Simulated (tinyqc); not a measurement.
Nanosheet or nanowire with hard walls, valleys of the Si type: sweeps and comparisons. A value that a table varies takes the place of the one given here.

Six ellipsoidal valleys along the cube axes: inverse mass tensor w = 1/mt + (1/ml - 1/mt) a a^T with a the unit axis. Device axes: x along the channel, z = [001], y = z x x.

Hard walls around a W x H rectangle. The block w_c of w in (y, z) confines; the transport mass follows from 1/m_x = w_xx - w_xc w_c^-1 w_cx. The cross-section problem c (w_yy ky^2 + 2 w_yz ky kz + w_zz kz^2), c = hbar^2/2m0, is solved in products sin(n pi y/W) sin(l pi z/H), n, l = 1 to 12; if w_yz = 0 the levels are c pi^2 (w_yy n^2/W^2 + w_zz l^2/H^2). The w_yz term couples (n, l) to (n', l') by -2 c w_yz D_nn'(W) D_ll'(H) with D_nm(L) = 4 n m/(L (n^2 - m^2)) for n + m odd and 0 otherwise.

Without degeneracy the line density is N1 exp((EF - Ec)/kB T) with N1 = sum 2 g sqrt(m_x kB T/(4 pi c)) exp(-E/kB T), here over n, l up to 80 where w_yz = 0 and over all levels of a 12 x 12 sine basis otherwise; the classical value is W H Nc with Nc = 2 g_all (m_dos kB T/(4 pi c))^(3/2), m_dos = (ml mt^2)^(1/3); dVt = kB T ln(W H Nc/N1).

Constants: hbar^2/2m0 = 3.80998211 eV angstrom^2; kB = 8.617333262e-05 eV/K.

Parameters, chosen for this exercise (near those of Si; not measured data):
- ml = 0.898 m0 (longitudinal mass)
- mt = 0.191 m0 (transverse mass)
- T = 300 K (temperature)
- g_all = 6 (number of valleys)
- channel = 110 (transport direction x on a (001) wafer)
- H = 58 angstrom (height, along z = [001])
- Ws = (30, 40, 60, 90, 140, 220, 350) angstrom (widths)
- W = 115 angstrom (width, along y)

## From wire to sheet

Valleys:

| group | valleys g | w_yy | w_zz | \|w_yz\| | m_x (m0) |
|---|---|---|---|---|---|
| A | 2 | 5.23560 | 1.11359 | 0.00000 | 0.19100 |
| B | 4 | 3.17459 | 5.23560 | 0.00000 | 0.54450 |

Lowest level of each group (groups ordered by w_zz, then w_yy) and dVt against the width.

Results:

| W (angstrom) | A1 (eV) | B1 (eV) | dVt (mV) |
|---|---|---|---|
| 30 | 0.2312 | 0.1912 | 161.7 |
| 40 | 0.1355 | 0.1331 | 105.5 |
| 60 | 0.0671 | 0.0917 | 64.4 |
| 90 | 0.0368 | 0.0733 | 47.5 |
| 140 | 0.0225 | 0.0646 | 39.5 |
| 220 | 0.0165 | 0.0610 | 35.4 |
| 350 | 0.0141 | 0.0595 | 33.0 |

What can be read from the table?

dVt falls from 162 to 33 mV. The lowest group changes from B to A between W = 40 and 60 angstrom (H = 58). At the widest W the lowest level is 0.0141 eV; the film limit c pi^2 w_zz/H^2 of that group is 0.0124 eV.

## Channel direction

The same rectangle along [100] and [110]; groups ordered by w_zz, then w_yy.

Lowest level of each group:

| channel, group | valleys g | w_yy | w_zz | \|w_yz\| | m_x (m0) | E (eV) |
|---|---|---|---|---|---|---|
| [100] A | 2 | 5.236 | 1.114 | 0.000 | 0.191 | 0.0273 |
| [100] B | 2 | 1.114 | 5.236 | 0.000 | 0.191 | 0.0617 |
| [100] C | 2 | 5.236 | 5.236 | 0.000 | 0.898 | 0.0734 |
| [110] A | 2 | 5.236 | 1.114 | 0.000 | 0.191 | 0.0273 |
| [110] B | 4 | 3.175 | 5.236 | 0.000 | 0.544 | 0.0676 |

What can be read from the table?

The lowest subband has m_x = 0.191 m0 and 2 valleys along [100], and 0.191 m0 and 2 valleys along [110]; its edge lies at 0.0273 and 0.0273 eV. These valleys have their axis along z, so turning the channel in the wafer plane leaves them alone; only the higher groups change.

## What each parameter does

E1 and E2 are the two lowest subband edges over all groups. Each row changes one parameter from the base and keeps the others.

Results:

| case | E1 (eV) | E2 - E1 (meV) | m_x of lowest (m0) | dVt (mV) |
|---|---|---|---|---|
| base | 0.0273 | 37.3 | 0.191 | 42.3 |
| W = 130 angstrom | 0.0241 | 34.9 | 0.191 | 40.5 |
| H = 66 angstrom | 0.0245 | 28.8 | 0.191 | 36.8 |
| T = 350 K | 0.0273 | 37.3 | 0.191 | 44.0 |
| ml = 0.988 m0 | 0.0262 | 33.9 | 0.191 | 41.8 |
| mt = 0.172 m0 | 0.0290 | 37.3 | 0.172 | 45.2 |

How do the results move?

The largest shifts from the base row, up to three for each result and ties (the steps differ in size, so this ranks the rows, not the parameters). E1 (eV): W -0.0032, H -0.0028, mt +0.0016; unchanged at the printed digits by T. E2 - E1 (meV): H -8.5, ml -3.4, W -2.4; unchanged at the printed digits by T and mt. m_x of lowest (m0): mt -0.019; unchanged at the printed digits by W, H, T and ml. dVt (mV): H -5.5, mt +2.8, W -1.9.

Computed by tinyqc, a small Python program: `OMP_NUM_THREADS=1 python tinyqc.py 1250440 1250441 out.jsonl` (the numbers bound the seed that draws the inputs); one thread of a shared host (Intel(R) Xeon(R) Processor @ 2.30GHz), about 0.02 s for the whole set of steps.
